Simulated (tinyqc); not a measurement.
Current crowding under a contact, resistor ladder against the transmission-line model: two steps of the calculation.

A metal contact of length d and width W on a thin layer of the same width. The metal has no resistance, the sheet resistance under it equals Rsh, and current enters the layer at the front edge x = 0.

Parameters, values chosen for the exercise: sheet resistance of the semiconductor layer Rsh = 750 ohm/sq; specific contact resistivity rc = 4e-9 ohm cm^2; contact length d = 0.06 um; contact width W = 0.12 um; cells n = 8; current I = 0.5 mA.

Problem 1. Voltages and the share of the current. Cut the contact into n cells of length hc = d/n. Neighbouring cell centres are joined by a = W/(Rsh hc), each centre joins the metal (0 V) by g = W hc/rc, and I enters cell 1 through half a cell: -a v_(i-1) + b_i v_i - a v_(i+1) = I for i = 1 and 0 otherwise, b_i = g + 2 a (g + a at both ends). Rc = v_1/I + 1/(2 a). Cell i passes g v_i to the metal.

a = 0.021333333 S
g = 0.00225 S
b_i, cell 1 to 8 (S): 0.023583333  0.044916667  0.044916667  0.044916667  0.044916667  0.044916667  0.044916667  0.023583333

Wanted: v_i; share of the current; Rc of the ladder.

Solution 1.

```
cell  v_i (mV)  share of the current (%)
1        62.23                     28.00
2        45.35                     20.41
3        33.26                     14.97
4        24.68                     11.11
5        18.70                      8.42
6        14.69                      6.61
7        12.24                      5.51
8        11.07                      4.98
```

Rc of the ladder = 147.9 ohm

The first cell passes 28.0 % of the current and the last 4.98 %; an even spread would give 12.5 % each.

Problem 2. The transmission-line result. Transfer length Lt = sqrt(rc/Rsh); front resistance Rc = (Rsh Lt/W) coth(d/Lt); end resistance Re = (Rsh Lt/W)/sinh(d/Lt). v(x) = I (Rsh Lt/W) cosh((d - x)/Lt)/sinh(d/Lt) at the cell centres x = (i - 1/2) d/n.

Wanted: Lt; Rc; Re; v(x).

Solution 2.

Lt = 0.023094 um
Rc = 145.95 ohm
Re = 21.602 ohm
v(x), cell 1 to 8 (mV): 62.166  45.240  33.128  24.540  18.563  14.561  12.108  10.944

The ladder's Rc is 1.3 % above this value, with cells 0.32 Lt long.

Computed by the program tinyqc: `OMP_NUM_THREADS=1 python tinyqc.py 2760062 2760063 out.jsonl`, one thread of a shared Intel Xeon 2.30GHz, about 0.01 s for the whole run.
